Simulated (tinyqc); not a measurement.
Cell-based percolation model of oxide breakdown: one step of the calculation.

The oxide, of thickness n a, is cut into cubic cells. A cell is defective with the chance l = 1 - exp(-a^3 N), N = N1 (t/1 s)^al. A column of n defective cells breaks the oxide down, and the area holds M = A/a^2 independent columns: 1 - F = (1 - l^n)^M.

Question. The distribution. N, l, F and W = ln(-ln(1 - F)) at each time; the slope is taken between the end points.

Inputs (values chosen for the exercise): edge of a cell a = 1.1 nm; cells across the oxide n = 2; area A = 0.039 um^2; exponent of defect growth al = 0.94; defect density after 1 s N1 = 1.6e18 cm^-3.

t, point 0 to 6 (s): 0.021  0.071  0.24  0.82  1.9  2.8  4.5

Wanted: N; l; F; W; slope.

Answer.

```
point  N (cm^-3)          l          F        W
0      4.2365e16  5.6386e-5  1.0247e-4  -9.1859
1      1.3314e17  1.7719e-4  0.0010114  -6.8959
2      4.1833e17  5.5664e-4  0.0099372  -4.6065
3      1.3277e18  0.0017656   0.095597  -2.2978
4      2.9252e18  0.0038858    0.38534  -0.7201
5      4.2116e18  0.0055900    0.63475   0.0072
6      6.5787e18  0.0087180    0.91369   0.8960
```

slope = 1.8784

The slope is 0.086 % below n al, since l grows a little more slowly than N.

Program tinyqc, `OMP_NUM_THREADS=1 python tinyqc.py 2070128 2070129 out.jsonl`; Intel Xeon 2.30GHz, shared host, one thread, about 0.01 s.
